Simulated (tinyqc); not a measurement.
What each value does: bond unit of a tetrahedral oxide and its oxygen vacancy in tight binding.

Two sp3 hybrids h1, h2 at eh = (es + 3 ep)/4 point at one oxygen with orbitals s, px, py, pz; x joins the two cations, z bisects the angle phi, and th = (180 - phi)/2. With u = hbar^2/(m d^2) = 2c/d^2, c = hbar^2/2m0: Vhs = -(1.32 + sqrt3 x 1.42) u/2 and Vhp = (1.42 + sqrt3 x 2.22) u/2. <h|s> = Vhs for both; <h1|px> = Vhp cos(th), <h2|px> = -Vhp cos(th); <h|pz> = Vhp sin(th) for both; py is a lone pair. The unit holds 8 electrons. Coupling between units, which widens the levels into bands, is left out.

Constants: hbar^2/2m0 = 3.80998211 eV angstrom^2.

Parameters, chosen for this exercise (near tabulated values for SiO2; the results hold for these values, not for the real material): es = -14.98 eV (s level of the cation); ep = -7.46 eV (p level of the cation); eos = -33.71 eV (s level of oxygen); eop = -16.58 eV (p level of oxygen); d = 1.62 angstrom (cation-oxygen distance); phi = 141 degrees (bond angle at oxygen); R = 2.47 angstrom (cation-cation distance across the vacancy).

Spacing from the highest filled to the lowest empty level, excess electrons on oxygen (their number less 6), and the vacancy bond level eh - V2 - eop, V2 = 3.22 x 2c/R^2.

Results for these values:
```
case  spacing (eV)  excess on O  vacancy level (eV)
base       10.6333       1.0108              3.2183
```

What happens to each result for R = 2.62 angstrom, all else kept?

Answer: spacing does not change at the printed digits; excess on O does not change at the printed digits; vacancy level rises from 3.2183 to 3.6656.

The same for each parameter in turn:
```
case               spacing (eV)  excess on O  vacancy level (eV)
base                    10.6333       1.0108              3.2183
es = -14.48 eV          10.7382       1.0199              3.3433
ep = -6.96 eV           10.9487       1.0378              3.5933
eos = -31.71 eV         10.7731       0.9988              3.2183
eop = -16.08 eV         10.1835       0.9760              2.7183
d = 1.66 angstrom       10.3657       1.0413              3.2183
phi = 133 degrees       11.0566       0.9720              3.2183
R = 2.62 angstrom       10.6333       1.0108              3.6656
```

tinyqc: `OMP_NUM_THREADS=1 python tinyqc.py 1481371 1481372 out.jsonl`; about 0.01 s, one thread, shared Intel(R) Xeon(R) Processor @ 2.30GHz.
